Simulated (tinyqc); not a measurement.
From results back to parameters: propagation of a band-gap error through k.p and effective-mass formulas. Three cases, with inputs chosen for the exercise.

Problem. A calculation returned the electron mass below. With 1/me = 1 + Ep (E + 2 Dso/3)/(E (E + Dso)) and the given Ep and Dso, which gap E did it have, and by what factor is exp(-E/2kT) off against the gap Eg?

Constants: kB = 8.617333262e-05 eV/K.

Case 1.

Values chosen (reference values near those of GaSb, gap at low temperature; the results hold for these values, not for the real material): Eg = 0.825 eV (gap at Gamma to the s-like level); Dso = 0.769 eV (spin-orbit splitting); Ep = 27 eV (Kane energy); T = 300 K (temperature).

me = 0.0167472 m0

Case 2.

Values chosen (reference values near those of CdTe, gap at low temperature; the results hold for these values, not for the real material): Eg = 1.595 eV (gap at Gamma to the s-like level); Dso = 0.926 eV (spin-orbit splitting); Ep = 18.5 eV (Kane energy); T = 77 K (temperature).

me = 0.0357706 m0

Case 3.

Values chosen (reference values near those of ZnSe, gap at low temperature; the results hold for these values, not for the real material): Eg = 2.776 eV (gap at Gamma to the s-like level); Dso = 0.403 eV (spin-orbit splitting); Ep = 24.3 eV (Kane energy); T = 300 K (temperature).

me = 0.0519332 m0

Find: X = 1/me - 1; E; log10 of the factor.
Solution. X E^2 + (X Dso - Ep) E - (2/3) Ep Dso = 0 has one positive root; the factor is exp((Eg - E)/2kT).

Case 1.

X = 1/me - 1 = 58.711
E = 0.355 eV
log10 of the factor = 3.95

Case 2.

X = 1/me - 1 = 26.956
E = 0.542 eV
log10 of the factor = 34.46

Case 3.

X = 1/me - 1 = 18.255
E = 1.221 eV
log10 of the factor = 13.06

Computed by tinyqc, one run a case: `OMP_NUM_THREADS=1 python tinyqc.py N N+1 out.jsonl` with N = 1880719, 1880723, 1880725; one thread of a shared Intel(R) Xeon(R) Processor @ 2.30GHz, about 0.01 s a run at most.
